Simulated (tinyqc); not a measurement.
Switching power and leakage at the onset of runaway.

Problem. T = T0 + Rth P(T), P(T) = Pd + Pl (T/300 K)^2 exp[(q Ea/kB)(1/(300 K) - 1/T)]. At the onset of runaway the loop gain Rth dP/dT equals one as well. Find Pd and the critical Pl.

Parameters, values chosen for the exercise:
```
symbol  value  unit                           meaning
T0        360     K               ambient temperature
Ea       0.41    eV  activation energy of the leakage
Rth      0.42   K/W                thermal resistance
```

Constants: q = 1.602176634e-19 C, kB = 1.380649e-23 J/K. Results are converted to the units shown.

temperature at the onset of runaway = 399.17844 K

Solution. With s = 2/T + q Ea/(kB T^2), unit gain means Rth (P - Pd) = 1/s; the heat balance then gives Pd, and the leakage term Pl.

Pd = 25.00 W
critical Pl = 0.7498 W

tinyqc, about 0.01 s, one thread, Intel Xeon 2.30GHz (shared host): `OMP_NUM_THREADS=1 python tinyqc.py 2520025 2520026 out.jsonl`
